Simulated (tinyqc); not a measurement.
Strain-driven crossing of the Gamma and L valleys in a germanium-like crystal: one step. Band edges.

Edges from the unstrained valence top: Gamma at Eg + ac tr(e); an L valley with unit axis u at EgL + aL tr(e) + XuL (u.e.u - tr(e)/3), u along [111], [1-1-1], [-11-1], [-1-11]; valence edges are the levels of the 6 x 6 matrix of X, Y, Z times spin with -Dso/3 + l exx + m (eyy + ezz) on the diagonal (cyclic), n exy off it, l = av + 2 b, m = av - b, n = sqrt(3) d. Spin-orbit term (Dso/3) L.sigma on X, Y, Z with (L_k)_ij = -i epsilon_kij: <X+|H|Y+> = -i Dso/3, <X+|H|Z-> = Dso/3, <Y+|H|Z-> = -i Dso/3, <Z+|H|X-> = -Dso/3, <Z+|H|Y-> = i Dso/3, <X-|H|Y-> = i Dso/3, and their conjugates; + and - are the spin along z.

Inputs chosen for the exercise (near those of Ge, gaps at low temperature; not measured data):
```
symbol  value  unit  meaning
Eg      0.907  eV    gap at Gamma to the s-like level
EgL     0.741  eV    gap to L
Dso     0.296  eV    spin-orbit splitting
ac      -8.16  eV    conduction deformation potential
av      1.24   eV    valence hydrostatic potential
b       -2.5   eV    tetragonal shear potential
d       -5.35  eV    trigonal shear potential
aL      -1.37  eV    hydrostatic potential of the L edge, Xd + Xu/3
XuL     15.74  eV    uniaxial potential, L
```

strain tensor in the cubic axes:
```
            x           y            z
x  0.02313834  0.02386166   0.00000000
y  0.02386166  0.02313834   0.00000000
z  0.00000000  0.00000000  -0.01785478
```

Question. Give the edges and the direct and indirect gaps from the top valence edge.

Give: Gamma edge; L edges; valence edges from the top; direct and indirect gap.

Answer.

Gamma edge = 0.6751 eV

L edges (eV): [111] 0.9525, [1-1-1] 0.4517, [-11-1] 0.4517, [-1-11] 0.9525

valence edges from the top (eV): 0.2077  0.0344  -0.4324

direct and indirect gap (eV): 0.4674  0.2440

The gap is indirect: Gamma lies 223 meV above the lowest L valley. The top two valence edges are 173 meV apart. At strains above 3 % second-order terms, left out here, matter.

Program tinyqc; command `OMP_NUM_THREADS=1 python tinyqc.py 1080701 1080702 out.jsonl`; about 0.01 s on one thread of a shared Intel(R) Xeon(R) Processor @ 2.30GHz.
